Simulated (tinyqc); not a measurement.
Thermal displacements in the Debye model: Debye-Waller factors, bond-length spread and the Lindemann rule. Changing the Debye temperature Theta. Computed by tinyqc, a small Python program. Command: `OMP_NUM_THREADS=1 python tinyqc.py 3000932 3000933 out.jsonl debyewaller sweep`. One thread of a shared host (Intel(R) Xeon(R) Processor @ 2.30GHz), about 0.01 s of CPU time with the checks.

A Debye spectrum with three branches of one velocity, cut at k_B Theta; 4 atoms per cube, nearest neighbours at d = 0.707107 a.

Inputs (values chosen for the exercise, modelled on lead):
```
quantity                     value        unit
atomic mass M                207.2           u
lattice constant a            4.95    angstrom
temperature T                  150           K
Lindemann ratio x_L           0.11           -
gamma-ray energy E            35.5         keV
photoelectron wave number k     13  1/angstrom
```

Structure: fcc.

Constants: hbar^2/u = 4.18015928e-03 eV angstrom^2; k_B = 8.617333262e-05 eV/K; e = 1.602176634e-19 C; u = 1.6605390666e-27 kg; c = 299792458 m/s; hbar = 6.582119569e-16 eV s.

Method:
- <u_x^2> = (3 hbar^2/(2 M k_B Theta)) int_0^1 s coth(s Theta/(2T)) ds (64 Gauss-Legendre points); it tends to 3 hbar^2/(4 M k_B Theta) at T = 0 and to 3 hbar^2 T/(M k_B Theta^2) at high T.
- B = 8 pi^2 <u_x^2>.
- A nucleus of this mass is supposed to emit a gamma ray of the energy chosen: recoil energy E_R = E^2/(2 M c^2), wave number k_g = E/(hbar c), recoil-free fraction f = exp(-k_g^2 <u_x^2>).
- Correlated Debye model: sigma^2 = (3 hbar^2/(M k_B Theta)) int_0^1 s coth(s Theta/(2T)) [1 - sin(s q_D R)/(s q_D R)] ds for two atoms at distance R, q_D = (6 pi^2 n)^(1/3), n atoms per volume; uncorrelated motion would give 2 <u_x^2>.
- An EXAFS amplitude is damped by exp(-2 k^2 sigma^2).
- Melting is placed where sqrt(3 <u_x^2>) = x_L d; the classical form gives T_m = M k_B Theta^2 (x_L d)^2/(9 hbar^2).

One run for each value; columns: (1) Debye temperature Theta (K); (2) B factor (angstrom^2); (3) Lindemann T_m (K); (4) recoil-free fraction f; (5) sigma^2 of the nearest bond (angstrom^2):
```
(1)      (2)   (3)        (4)      (5)
50.4   3.285   178  1.419e-06  0.05133
57.4   2.535   231  3.070e-05  0.03963
65.5   1.949   301  3.389e-04  0.03049
74.6   1.505   391  2.093e-03  0.02357
85.1   1.159   509  8.649e-03  0.01817
97.0   0.894   662  2.558e-02  0.01404
111.0  0.685   866  6.025e-02  0.01078
126.0  0.534  1117  1.120e-01  0.00843
```

Over the rows, B factor (angstrom^2) falls from 3.28 to 0.534 (exponent d ln y / d ln x about -2.0 throughout); Lindemann T_m (K) rises from 178 to 1120 (exponent d ln y / d ln x about 2.0 throughout); recoil-free fraction f rises from 1.42e-6 to 0.112 (exponent d ln y / d ln x 24 between the first rows and 4.9 between the last). The exponent of B factor stays between -1.99 and -1.97, near -2: the classical law T/(M Theta^2). The exponent of Lindemann T_m stays at 2: T_m goes as Theta^2. Theta measures the stiffness, M Theta^2 ~ spring constant: stiffer crystals vibrate less and, by the Lindemann rule, melt higher.

Caution (rows 50.4, 57.4): the displacement is near or above the Lindemann value, where anharmonic terms matter.
